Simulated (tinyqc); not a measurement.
Single-electron transistor, orthodox theory and master equation: the Coulomb oscillation.

A metal island with n extra electrons joins the left lead (voltage V) and the right lead (0 V) by tunnel junctions and couples to a gate. Cs = CL + CR + Cg. Adding electron n + 1 costs mu(n) = [q (n + 1/2) - CL V - Cg Vg]/Cs (in volts); the Fermi levels are -V (left) and 0 (right). A jump that gains the energy W has the rate G(W) = (W/q)/(R [1 - exp(-W/Vt)]), W in volts, Vt = kB T/q. Sequential tunnelling only; I > 0 flows from left to right.

Here V = 0.83 mV. Onto the island: from the left W = -V - mu(n), from the right W = -mu(n); off the island (n + 1 to n): to the left W = mu(n) + V, to the right W = mu(n). Steady state: p(n + 1)/p(n) = (sum of on rates)/(sum of off rates), normalised. I = q sum_n [p(n + 1) (off to left) - p(n) (on from left)]. Enough charge states are kept that the digits shown do not change.

Values chosen for this exercise: capacitance of the left junction CL = 20 aF; capacitance of the right junction CR = 14 aF; gate capacitance Cg = 8.5 aF; resistance of the left junction RL = 200 kohm; resistance of the right junction RR = 190 kohm; temperature T = 1.1 K.

Constants: q = 1.602176634e-19 C, kB = 1.380649e-23 J/K, Vt = kB T/q. Results are converted to the units shown.

The Coulomb oscillation:
```
Vg (mV)	I (nA)	mean n
0	1.742e-6	0.000
1.88	2.761e-5	0.000
3.77	0.001056	0.000
5.65	0.03143	0.005
7.54	0.4302	0.106
9.42	1.062	0.483
11.3	0.5245	0.870
13.2	0.04571	0.992
15.1	0.001577	1.000
17	4.130e-5	1.000
18.8	1.790e-6	1.000
20.7	2.608e-5	1.000
22.6	0.001019	1.000
24.5	0.03148	1.005
```

What does the table show?

I is largest, 1.06 nA, at Vg = 9.42 mV and smallest, 1.74e-6 nA, at 0 mV among the rows; the pattern repeats every q/Cg = 18.8 mV. At zero temperature current flows while mu(0) lies between -V and 0, for Vg from 7.47 to 11.6 mV; the mean n moves from 0.00 to 1.01 over the table.

Range of the model: Cotunnelling, which dominates deep in the blockade, is left out.

tinyqc, about 0.01 s, one thread, Intel Xeon 2.30GHz (shared host): `OMP_NUM_THREADS=1 python tinyqc.py 2780043 2780044 out.jsonl`
